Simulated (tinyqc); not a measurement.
Inside a calculation. Model: Joule-heated wire on a substrate, fin equation.

Numbers from tinyqc (`OMP_NUM_THREADS=1 python tinyqc.py 2520140 2520141 out.jsonl`; about 0.01 s on one thread of a shared Intel Xeon 2.30GHz). Printed values are rounded.

A wire of length L loses heat along itself to two contacts and sideways to the substrate: kap A theta'' - g theta + p = 0 with theta = T - T0 and p(x) = p0 exp(-((x/L - x0)/sg)^2/2). The ends are held at T0. Constant conductivity, diffusive heat flow.

Inputs (values chosen for the exercise): temperature of substrate and contacts T0 = 293 K; conductivity along the wire kap = 200 W/(m K); cross-section A = 1500 nm^2; conductance per length to the substrate g = 0.25 W/(m K); length between the contacts L = 5500 nm; thermal resistance of each contact Rc = 0 K/uW; peak heating per length p0 = 0.033 uW/nm; place of the hot spot as a share of L x0 = 0.71; width of the hot spot as a share of L sg = 0.1.

## Healing length

LH = sqrt(kap A/g); far from the contacts uniform heating p0 would give theta = p0/g.

LH = 1095.45 nm
L/LH = 5.02079
p0/g = 132 K

## The tridiagonal system

Nodes x_i = i h, h = L/10; box widths w_i = h (h/2 at the ends); c = kap A/h; equation of node i: -c theta_(i-1) + d_i theta_i - c theta_(i+1) = b_i with d_i = 2 c + g w_i, b_i = p(x_i) w_i; theta = 0 at the end nodes.

c = 0.545455 uW/K

```
node  d (uW/K)      b (uW)
1      1.22841  1.50948e-7
2      1.22841  4.08204e-5
3      1.22841  0.00406099
4      1.22841    0.148625
5      1.22841     2.00105
6      1.22841     9.91125
7      1.22841     18.0595
8      1.22841     12.1056
9      1.22841     2.98521
```

## Temperature rise

Solve -c theta_(i-1) + d_i theta_i - c theta_(i+1) = b_i for nodes 1 to 9, with theta = 0 at nodes 0 and 10.

theta, node 0 to 10 (K): 0.0000  2.6152  5.8897  10.6487  18.0847  29.8071  45.3747  54.2099  43.6015  21.7907  0.0000

The hottest node is 7, at 54.21 K above T0; a mesh of 800 steps gives a peak of 52.99 K, so the coarse value is 2.3 % above it. On the fine mesh 70.7 % of the heat leaves through the substrate and the rest through the contacts.
